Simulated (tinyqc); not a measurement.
Hall effect and magnetoresistance of several carrier groups with constant relaxation times: one step, computed by the program tinyqc.

Group 1 has charge -e and group 2 charge +e; s_i is that sign. B lies along z; mu B is formed with mu in m^2/(V s).

Question. Resistivity, Hall coefficient and magnetoresistance. rho_xx = sigma_xx/(sigma_xx^2 + sigma_xy^2); Hall coefficient R_H = sigma_xy/(B (sigma_xx^2 + sigma_xy^2)), with B in V s/cm^2 (1 T = 1e-4 V s/cm^2); magnetoresistance MR = rho_xx(B)/rho_xx(0) - 1. Apparent density 1/(e |R_H|); Hall mobility |R_H|/rho_xx.

Inputs (values chosen for the exercise, for a model conductor): magnetic field B = 12 T.

Carriers: electrons and holes. Densities: per volume.

sigma_xx = 1.620240 S/cm

sigma_xy = -2.650903 S/cm

sigma at B = 0 = 12.46173 S/cm

Constants: e = 1.602176634e-19 C.

Give: rho_xx; Hall coefficient R_H; magnetoresistance MR; apparent density; Hall mobility.

Answer.

rho_xx = 0.1679 ohm cm

Hall coefficient R_H = -228.9 cm^3/C

magnetoresistance MR = 109.2 %

apparent density = 2.727e+16 1/cm^3

Hall mobility = 1363 cm^2/(V s)
